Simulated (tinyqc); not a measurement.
Free and trapped electrons in a MOS channel with a dense trap tail: two steps of the calculation.

p-type body, charge-sheet picture, full ionisation (an idealisation for deep acceptors), Boltzmann statistics for free electrons. e = Ec - EF at the surface. Acceptor-like traps of density D(E) = D0 + De exp(-E/Ew) at depth E below Ec, from 0 to Eu, hold n_t = integral of D(E)/(1 + exp((e - E)/Vt)). psi = Eg - Vt ln(Nv/Na) - e; N_dep = sqrt(2 eps0 eps_r Na (psi - Vt)/q); n_f = sqrt(N_dep^2 + 2 eps0 eps_r Vt Nc exp(-e/Vt)/q) - N_dep; Vg = Vfb + psi + q (N_dep + n_t + n_f)/Cox, Cox = eps0 eox/tox.

Inputs (values chosen for the exercise); band and dielectric values close to those of 4H silicon carbide:
- T = 475 K (temperature)
- Eg = 3.27 eV (band gap)
- eps_r = 9.87 (relative permittivity)
- Nc = 3.33e19 cm^-3 (conduction-band density of states at T)
- Nv = 4.94e19 cm^-3 (valence-band density of states at T)
- eox = 3.9 (relative permittivity of the insulator)
- tox = 28 nm (insulator thickness)
- Na = 3.7e15 cm^-3 (acceptor density)
- Vfb = -1.99 V (flat-band voltage without trapped charge)
- D0 = 1e11 cm^-2 eV^-1 (constant background density of acceptor-like traps)
- De = 3.5e13 cm^-2 eV^-1 (density of the tail at the conduction edge)
- Ew = 0.08 eV (decay energy of the tail)
- Eu = 0.98 eV (depth below Ec down to which the traps reach)
- mf = 120 cm^2/(V s) (mobility of free electrons)
- e = 0.294 eV (Ec - EF at the surface)

Constants: q = 1.602176634e-19 C, kB = 1.380649e-23 J/K, Vt = kB T/q, eps0 = 8.8541878128e-14 F/cm where lengths are in cm. Results are converted to the units shown.

Problem 1. Trapped charge. Trapezoid rule on 13 equal steps from 0 to Eu, f = 1/(1 + exp((e - E)/Vt)).

Give: E; D(E) f; n_t.

Solution 1.

| point | E (eV) | D(E) f (cm^-2 eV^-1) |
|---|---|---|
| 0 | 0 | 2.665e10 |
| 1 | 0.07538 | 6.552e10 |
| 2 | 0.1508 | 1.589e11 |
| 3 | 0.2262 | 3.477e11 |
| 4 | 0.3015 | 4.954e11 |
| 5 | 0.3769 | 3.664e11 |
| 6 | 0.4523 | 2.181e11 |
| 7 | 0.5277 | 1.473e11 |
| 8 | 0.6031 | 1.186e11 |
| 9 | 0.6785 | 1.073e11 |
| 10 | 0.7538 | 1.028e11 |
| 11 | 0.8292 | 1.011e11 |
| 12 | 0.9046 | 1.004e11 |
| 13 | 0.9800 | 1.002e11 |

n_t = 1.804e11 cm^-2

Problem 2. Charges and gate voltage. psi, N_dep, n_f and Vg as defined, with the n_t given; free share n_f/(n_f + n_t); apparent mobility mf n_f/(n_f + n_t); gate voltage spent on traps q n_t/Cox.

n_t = 1.8038196e11 cm^-2

Wanted: psi; N_dep; n_f; Vg; free share; apparent mobility; gate voltage spent on traps.

Solution 2.

psi = 2.587 V
N_dep = 3.206e11 cm^-2
n_f = 1.716e10 cm^-2
Vg = 1.270 V
free share = 8.686 %
apparent mobility = 10.42 cm^2/(V s)
gate voltage spent on traps = 0.2343 V

Program tinyqc, `OMP_NUM_THREADS=1 python tinyqc.py 2222217 2222218 out.jsonl`; Intel Xeon 2.30GHz, shared host, one thread, about 0.02 s.
